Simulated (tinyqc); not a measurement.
Signal and retention of a DRAM cell: one step of the calculation.

A stored one starts at Vd and leaks: Cs dV/dt = -I(V), I = a sqrt((V + Vb)/(Vd + Vb)) + b, with a = Ig exp[-(Eg1 q/kB)(1/T - 1/T0)] (generation in a depletion layer) and b = Is exp[-(Es q/kB)(1/T - 1/T0)]. The bit line is precharged to Vd/2, and charge sharing gives the signal (V - Vd/2) Cs/(Cs + Cb).

Question. Retention time. With s = sqrt((Vc + Vb)/(Vd + Vb)), the time from Vd to Vc is t = [2 Cs (Vd + Vb)/a] [1 - s - (b/a) ln((a + b)/(a s + b))].

Values chosen for this exercise:

| symbol | value | unit | meaning |
|---|---|---|---|
| Vd | 1.3 | V | array voltage |
| Cs | 18 | fF | cell capacitance |
| Vb | 1.66 | V | built-in plus back-bias voltage of the storage junction |
| Ig | 0.46 | fA | junction leakage at V = Vd and T0 |
| Is | 0.72 | fA | voltage-independent leakage at T0 |
| Es | 0.39 | eV | activation energy of Is |
| T0 | 358 | K | reference temperature |
| T | 368 | K | temperature |
| Eg1 | 0.53 | eV | activation energy of Ig |

Constants: q = 1.602176634e-19 C, kB = 1.380649e-23 J/K. Results are converted to the units shown.

Vc = 1.0065000 V

Wanted: a; b; retention time; estimate with the current held at a + b.

Answer.

a = 0.7337 fA
b = 1.015 fA
retention time = 3.053 s
estimate with the current held at a + b = 3.021 s

Range of the model: Real arrays also hold a tail of unusually leaky cells and cells whose retention varies in time, which this model lacks.

tinyqc, about 0.01 s, one thread, Intel Xeon 2.30GHz (shared host): `OMP_NUM_THREADS=1 python tinyqc.py 2130004 2130005 out.jsonl`
